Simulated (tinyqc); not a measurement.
# Floating body of a partially depleted SOI transistor: body voltage and kink: two studies

Source at 0 V. Channel current Ic = 2 nf K Vt^2 [F(0) - F(Vd)](1 + la Vd), F(V) = ln^2(1 + exp((Vg - VT - nf V)/(2 nf Vt))), VT = VT0 - gb Vb. Saturation voltage Vs = 2 Vt sqrt(F(0)) + 3 Vt, excess Ve = (Vd - Vs + sqrt((Vd - Vs)^2 + 0.0004 V^2))/2, multiplication M1 = Ai Ve exp(-Bl/Ve). Each junction passes D(v) = J1 (exp(v/Vt) - 1) + J2 (exp(v/(2 Vt)) - 1). Bipolar current Ib = bb J1 (exp(Vb/Vt) - 1). The body settles where M1 (Ic + Ib) = D(Vb) + D(Vb - Vd) + Vb/Rb; drain current Id = (1 + M1)(Ic + Ib) - D(Vb - Vd).

Inputs (values chosen for the exercise); values of the order met in partially depleted silicon-on-insulator transistors: temperature T = 358 K; threshold at zero body voltage VT0 = 0.52 V; fall of the threshold per volt of body voltage gb = 0.26; slope factor nf = 1.26; gain factor per width K = 400 uA/(V^2 um); channel-length modulation factor la = 0.07 1/V; impact-ionisation prefactor Ai = 3.04 1/V; impact-ionisation voltage Bl = 5.1 V; diffusion saturation current of each junction J1 = 3.1e-11 uA/um; recombination saturation current of each junction J2 = 1.8e-7 uA/um; gain of the lateral bipolar transistor on the diffusion current bb = 0.5; resistance of a weak body tie to the source (1e9 stands for no tie, and the term is then dropped) Rb = 1e9 kohm um; gate voltage Vg = 0.57 V; drain voltage Vd = 1.8 V.

Constants: q = 1.602176634e-19 C, kB = 1.380649e-23 J/K, Vt = kB T/q. Results are converted to the units shown.

Each table varies one quantity; the others keep the values above.

## Output curve and kink

Rows with more than one solution for Vb (latch) are left out; dId/dVd by a forward difference over 1e-4 V, swing = 1e-4 V over the change of log10 Id; M1 under 1e-12 is printed as 0.

Result of one run:
```
Vd (V)  Vb (V)      M1  Id, floating (uA/um)  Id, grounded (uA/um)  ratio  dId/dVd, floating (uS/um)  dId/dVd, grounded (uS/um)
1.8     0.7658  0.1555                 14.21                 1.501  9.473                      12.65                     0.7786
```

What becomes of these results when the drain voltage Vd is changed from 1.8 to 2 V, all else the same?

Result of the changed run:
```
Vd (V)  Vb (V)      M1  Id, floating (uA/um)  Id, grounded (uA/um)  ratio  dId/dVd, floating (uS/um)  dId/dVd, grounded (uS/um)
2       0.7851  0.2594                 17.26                 1.678  10.28                      18.13                     0.9954
```

The whole series:
```
Vd (V)  Vb (V)        M1  Id, floating (uA/um)  Id, grounded (uA/um)  ratio  dId/dVd, floating (uS/um)  dId/dVd, grounded (uS/um)
0.8     0.5066  1.811e-4                 5.982                 1.151  5.197                      12.12                    0.08738
1       0.6139  0.002218                 7.853                 1.172  6.697                      7.476                     0.1352
1.2     0.6734   0.01139                 9.195                 1.209  7.607                      6.309                     0.2364
1.4     0.7132   0.03545                 10.49                 1.270  8.262                      6.948                     0.3866
1.6     0.7426   0.08176                 12.07                 1.366  8.839                      9.053                     0.5720
1.8     0.7658    0.1555                 14.21                 1.501  9.473                      12.65                     0.7786
2       0.7851    0.2594                 17.26                 1.678  10.28                      18.13                     0.9954
2.2     0.8020    0.3945                 21.65                 1.899  11.40                      26.41                      1.215
```

Vb rises from 0.507 to 0.802 V and the ratio of the currents rises from 5.20 to 11.4. The output conductance with a floating body exceeds the grounded value by the largest factor among the rows, 139, at Vd = 0.8 V, where Vb = 0.507 V and M1 = 1.81e-4.

## Transfer curve and swing

Same model as above.

Transfer curve and swing:
columns A: Vg (V); B: Vb (V); C: M1; D: Id, floating (uA/um); E: Id, grounded (uA/um); F: ratio; G: swing, floating (mV/decade); H: swing, grounded (mV/decade)
```
A          B        C         D         E      F      G      H
0.07  0.2824   0.2616  8.423e-5  1.293e-5  6.515  54.21  90.91
0.17  0.5024   0.2597  0.004775  1.658e-4  28.80  63.26  90.11
0.27  0.6248   0.2514    0.1187  0.002107  56.34  82.08  91.34
0.37  0.6995   0.2285     1.255   0.02496  50.27  121.4  95.91
0.47  0.7424   0.1929     5.612    0.2402  23.37  199.0  110.4
0.57  0.7658   0.1555     14.21     1.501  9.473  308.6  147.7
0.67  0.7786   0.1217     26.61     5.484  4.852  434.9  217.7
0.77  0.7854  0.09284     42.26     13.22  3.196  566.8  315.5
0.87  0.7881  0.06881     60.90     24.70  2.466  698.3  429.3
```

Read the table: what changes, and by how much?

Vb rises from 0.282 to 0.788 V. The smallest swing among the rows is 54.2 mV a decade with a floating body (at Vg = 0.07 V) and 90.1 with a grounded one; Vt ln 10 = 71.0. The floating swing is smaller by more than 3 % for Vg = 0.07, 0.17, 0.27 V, where the rising Vb lowers the threshold as Vg rises. In the first row the floating body raises the current by a factor of 6.52.

Range of the model: The multiplication law is an empirical form chosen for the exercise; self-heating and capacitive coupling to the body are left out, and the linear laws are rough once Vb passes about 0.7 V or M1 about 0.1.

Computed by the program tinyqc: `OMP_NUM_THREADS=1 python tinyqc.py 2182008 2182009 out.jsonl`, one thread of a shared Intel Xeon 2.30GHz, about 0.2 s for the whole run.
